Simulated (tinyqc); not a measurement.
# Inputs raised by 2 %, one at a time

Model: anisotropic elasticity and sound waves of a cubic crystal. Computed by tinyqc, a small Python program. Command: `OMP_NUM_THREADS=1 python tinyqc.py 3020998 3020999 out.jsonl cubicelastic sens`. One thread of a shared host (Intel(R) Xeon(R) Processor @ 2.30GHz), about 0.06 s of CPU time with the checks.

Voigt order 1..6 = xx, yy, zz, yz, xz, xy, with engineering shear strains. The rotated frame has x' as named, z' along the wafer normal and y' = z' x x'.

Inputs (values chosen for the exercise, for a model crystal):
```
quantity,value,unit
C11,482,GPa
C12,380,GPa
C44,250,GPa
expansion coefficient of the film,6.2,ppm/K
expansion coefficient of the substrate,7.5,ppm/K
cooling Delta T,300,K
```

Frame: (001) wafer, x' along [110].

direction cosines a (rows x', y', z' in the cube axes):
```
,x,y,z
x',0.707107,0.707107,0.000000
y',-0.707107,0.707107,0.000000
z',0.000000,0.000000,1.000000
```

Method:
- S11 = (C11 + C12)/D, S12 = -C12/D, D = (C11 - C12)(C11 + 2 C12), S44 = 1/C44. Zener ratio A = 2 C44/(C11 - C12); S0 = S11 - S12 - S44/2; H = 2 C44 + C12 - C11.
- C'_ijkl = C12 delta_ij delta_kl + C44 (delta_ik delta_jl + delta_il delta_jk) - H sum_m a_im a_jm a_km a_lm.
- Invert C' to S'. E along x' = 1/S'11, along y' = 1/S'22; Poisson ratios nu(x'y') = -S'12/S'11 and nu(x'z') = -S'13/S'11; in-plane shear modulus 1/S'66.
- On cooling, a thick substrate imposes eps_1 = eps_2 = (alpha_film - alpha_substrate) Delta T and eps_6 = 0; the free surface sets sigma_3 = sigma_4 = sigma_5 = 0, which fixes eps_3, eps_4, eps_5. Biaxial modulus M = (sigma_1 + sigma_2)/(2 eps); energy density M eps^2. Elastic response and constant coefficients are assumed.

Runs:
```
input moved,from,to,E along y' (GPa),biaxial modulus M (GPa),in-plane shear modulus (GPa),Zener ratio A
base run,-,-,344.5,262.8,51.00,4.902
C11 (GPa),482,491.64,362.4,284.2,55.82,4.479
C12 (GPa),380,387.6,330.0,246.2,47.20,5.297
C44 (GPa),250,255,346.9,262.8,51.00,5.000
expansion coefficient of the film (ppm/K),6.2,6.324,344.5,262.8,51.00,4.902
expansion coefficient of the substrate (ppm/K),7.5,7.65,344.5,262.8,51.00,4.902
cooling Delta T (K),300,306,344.5,262.8,51.00,4.902
```

Exponents ln(y'/y) / ln(x'/x):
```
input,E along y',biaxial modulus M,in-plane shear modulus,Zener ratio A
C11,2.554,3.951,4.56,-4.56
C12,-2.184,-3.296,-3.91,3.91
C44,0.342,0.000,0.00,1.00
expansion coefficient of the film,0.000,0.000,0.00,0.00
expansion coefficient of the substrate,0.000,0.000,0.00,0.00
cooling Delta T,0.000,0.000,0.00,0.00
```

To which inputs is each result most sensitive?

Among the inputs moved here: E along y' answers most in size to C11 (exponent +2.554), next to C12 (-2.184); its exponent is below 0.0005 for expansion coefficient of the film, expansion coefficient of the substrate, cooling Delta T. biaxial modulus M answers most in size to C11 (exponent +3.951), next to C12 (-3.296); its exponent is below 0.0005 for C44, expansion coefficient of the film, expansion coefficient of the substrate, cooling Delta T. Its exponent 0.000 in C44: a (001) film is not sheared in the cube frame. In-plane shear modulus answers most in size to C11 (exponent +4.560), next to C12 (-3.910); its exponent is below 0.0005 for C44, expansion coefficient of the film, expansion coefficient of the substrate, cooling Delta T. Zener ratio A answers most in size to C11 (exponent -4.560), next to C12 (+3.910); its exponent is below 0.0005 for expansion coefficient of the film, expansion coefficient of the substrate, cooling Delta T.
